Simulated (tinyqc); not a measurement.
Dose and depth of a threshold implant.

Problem. A sheet of D acceptors per cm^2 lies at depth xi inside the depleted layer of a body doped Na. In the depletion approximation VT = Vfb + f2 + q D/Cox + gamma sqrt(f2 + Vsb - q D xi/(eps0 eps_r)), gamma = sqrt(2 eps0 eps_r q Na)/Cox, Cox = eps0 eox/tox. Find gamma, D and xi.

Parameters, values chosen for the exercise; band and dielectric values those of a made-up semiconductor:
- eps_r = 11.5 (relative permittivity)
- Na = 1.7e18 cm^-3 (acceptor density deep in the body)
- eox = 3.9 (relative permittivity of the gate insulator (close to silicon dioxide))
- tox = 12 nm (insulator thickness)
- Vfb = -0.93 V (flat-band voltage)
- f2 = 1.267 V (band bending 2 phiF at threshold)

Constants: q = 1.602176634e-19 C, eps0 = 8.8541878128e-14 F/cm where lengths are in cm. Results are converted to the units shown.

VT against the source at Vsb = 0 and 1.4 V (V): 3.7300049  5.0677381

Answer. With y^2 = f2 - q D xi/(eps0 eps_r) and d the difference of the thresholds over gamma, sqrt(y^2 + Vsb) - y = d gives y = (Vsb - d^2)/(2 d). The first threshold then gives D, and y^2 gives xi.

gamma = 2.59 V^0.5
D = 1.00e12 cm^-2
xi = 4.20 nm

Computed by the program tinyqc: `OMP_NUM_THREADS=1 python tinyqc.py 2080054 2080055 out.jsonl`, one thread of a shared Intel Xeon 2.30GHz, about 0.5 s for the whole run.
